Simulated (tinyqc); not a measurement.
Comparisons within one model: finite square well with mass mismatch (envelope functions). A value that a table varies takes the place of the one given here.

A square well of width L and depth V0, mass mw inside and mb outside, energies from the bottom of the well, c = hbar^2/2m0. k = sqrt(mw E/c), kappa = sqrt(mb (V0 - E)/c). psi and psi'/m are continuous at the walls (BenDaniel-Duke), so level n solves k L + 2 atan[(k/mw)/(kappa/mb)] = n pi.

Non-parabolic bands: mw is replaced by mw (1 + alpha_w E) and mb by mb (1 - alpha_b (V0 - E)), in k, kappa and the matching condition alike.

Constants: hbar^2/2m0 = 3.80998211 eV angstrom^2.

Inputs chosen for the exercise (near those of a non-polar GaN well in AlN; shifted at random, so the results belong to these values and not to a real crystal): V0 = 1.971 eV (barrier height); mw = 0.195 m0 (mass in the well); mb = 0.314 m0 (mass in the barrier); Ls = (8, 12, 18, 27, 40, 61, 91) angstrom (widths); L = 71 angstrom (well width); alpha_w = 0.19 1/eV (non-parabolicity in the well); alpha_b = 0.22 1/eV (non-parabolicity in the barrier).

## Width of the well

Levels against L, beside the infinite well E1(hard) = c (pi/L)^2/mw; Pb is the probability of level 1 in the barriers; a dash marks an unbound level.

Levels:
```
L (angstrom)  bound levels  E1 (eV)  E2 (eV)  E1(hard) (eV)     Pb
8                        1   0.7542        -         3.0131  0.194
12                       2   0.4839   1.7902         1.3391  0.098
18                       2   0.2861   1.1324         0.5952  0.044
27                       3   0.1577   0.6306         0.2645  0.018
40                       5   0.0838   0.3353         0.1205  0.007
61                       7   0.0405   0.1621         0.0518  0.002
91                      10   0.0197   0.0787         0.0233  0.001
```

What can be read from the table?

The infinite well overestimates E1 by a factor 4.00 at 8 angstrom and 1.18 at 91 angstrom. The local exponent d ln E1/d ln L goes from -1.09 (first two rows) to -1.81 (last two), towards the -2 of hard walls, as Pb falls from 0.194 to 0.001. E2 - E1 is largest at 12 angstrom of the widths listed. Non-parabolicity, which grows with the level, already counts at a few tenths of an eV, and levels above about 0.5 eV lie beyond a parabolic band.

## Levels of description

The same well five ways. mb = mw: the barrier takes the mass of the well. psi' continuous: kappa holds mb but the condition drops the masses, k L + 2 atan(k/kappa) = n pi. The last column is measured against BenDaniel-Duke.

Levels (eV):
```
model                E1      E2      E3  E1 - E1(BDD) (meV)
infinite walls   0.0383  0.1530  0.3443                 7.3
mb = mw          0.0323  0.1289  0.2892                 1.4
BenDaniel-Duke   0.0309  0.1237  0.2783                 0.0
psi' continuous  0.0334  0.1333  0.2989                 2.5
non-parabolic    0.0323  0.1267  0.2768                 1.4
```

What does this show, and why?

Hard walls put E1 7.3 meV too high. Ignoring the mass step moves it by +1.4 meV and the wrong matching by +2.5 meV: with mb/mw = 1.61, continuity of psi'/m lets the slope outside be 1.61 times the slope inside, which acts like a softer wall. Non-parabolicity shifts E1 by +1.4 meV, the balance of a heavier mass in the well, which lowers it, and a lighter mass deep in the barrier, which hardens the wall. Among the finite wells the largest departure in E1 is that of the model 'psi' continuous'.

## What each parameter does

Parabolic bands. Pb is the probability of level 1 in the barriers, (A^2/kappa)/(A^2/kappa + L/2 + sin(kL)/(2k)) with A = cos(kL/2). Each row changes one parameter from the base and keeps the others.

Results:
```
case             E1 (eV)  bound levels      Pb  V0 - E1 (eV)
base              0.0309             8  0.0016        1.9401
L = 78 angstrom   0.0261             8  0.0012        1.9449
V0 = 1.675 eV     0.0304             7  0.0020        1.6446
mw = 0.2145 m0    0.0286             8  0.0013        1.9424
mb = 0.2512 m0    0.0316             8  0.0015        1.9394
```

What does this show?

The largest shifts from the base row, up to three for each result and ties (the steps differ in size, so this ranks the rows, not the parameters). E1 (eV): L -0.0048, mw -0.0023, mb +0.0007. bound levels: V0 -1; unchanged at the printed digits by L, mw and mb. Pb: V0 +0.0004, L -0.0004, mw -0.0002. V0 - E1 (eV): V0 -0.2955, L +0.0048, mw +0.0023.

Run: tinyqc, `OMP_NUM_THREADS=1 python tinyqc.py 1252657 1252658 out.jsonl`; Intel(R) Xeon(R) Processor @ 2.30GHz, one thread, shared host; about 0.01 s of CPU time with all checks.
